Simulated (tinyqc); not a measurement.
# Changing the distance d to the collector

Model: Haynes-Shockley experiment: drift, diffusion and decay of a minority-carrier pulse. Computed by tinyqc, a small Python program. Command: `OMP_NUM_THREADS=1 python tinyqc.py 3111008 3111009 out.jsonl haynes sweep`. One thread of a shared host (Intel(R) Xeon(R) Processor @ 2.30GHz), about 0.02 s of CPU time with the checks.

A thin sheet of excess carriers is made at x = 0, t = 0 in a long uniform bar; injection is low, so the pulse moves with the minority mobility.

Inputs (values chosen for the exercise, modelled on electrons in p-type silicon in a lightly doped bar):
```
quantity                     value         unit
minority mobility mu          1480   cm^2/(V s)
lifetime tau                    88  microsecond
temperature T                  250            K
field F                        2.5         V/cm
injected sheet density N0  1.8e+09       1/cm^2
```

Constants: k_B = 8.617333262e-05 eV/K.

Method:
- D = mu k_B T/e, v = mu F.
- Transit time d/v, diffusion length sqrt(D tau), drift length v tau, Peclet number v d/D = e F d/(k_B T).
- dn(x, t) = N0/sqrt(4 pi D t) exp(-(x - v t)^2/(4 D t) - t/tau).
- At fixed x the signal peaks where d ln(dn)/dt = 0: a t^2 + t/2 - x^2/(4 D) = 0 with a = v^2/(4 D) + 1/tau.
- The full width at half maximum is found by solving dn(x, t) = peak/2 on both sides of the peak.
- With w the full width at half maximum: mu = d/(F t_p); D = (w d)^2/(16 ln2 t_p^3); Einstein ratio D/mu against k_B T/e.

One run for each value; columns: (1) distance d to the collector (cm); (2) width at half maximum (microsecond); (3) peak density (1/cm^3); (4) error of mu (%); (5) Peclet number:
```
(1)      (2)         (3)     (4)     (5)
0.07  19.013  1.7702e+10  18.189    8.12
0.11  24.488  1.2395e+10  13.285   12.76
0.16  29.979  8.7975e+09  10.684   18.57
0.24  37.123  5.6291e+09   8.812   27.85
0.36  45.803  3.1998e+09   7.581   41.78
0.54  56.374  1.5213e+09   6.768   62.66
0.82  69.704  5.3316e+08   6.216   95.16
1.20  84.496  1.4116e+08   5.881  139.25
```

Over the rows, width at half maximum (microsecond) rises from 19.0 to 84.5 (exponent d ln y / d ln x 0.56 between the first rows and 0.51 between the last); peak density (1/cm^3) falls from 1.77e10 to 1.41e8 (exponent d ln y / d ln x -0.79 between the first rows and -3.5 between the last); error of mu (%) falls from 18.2 to 5.88 (exponent d ln y / d ln x -0.70 between the first rows and -0.15 between the last).

Extremes, crossings and ranges named in words are read from the listed rows.
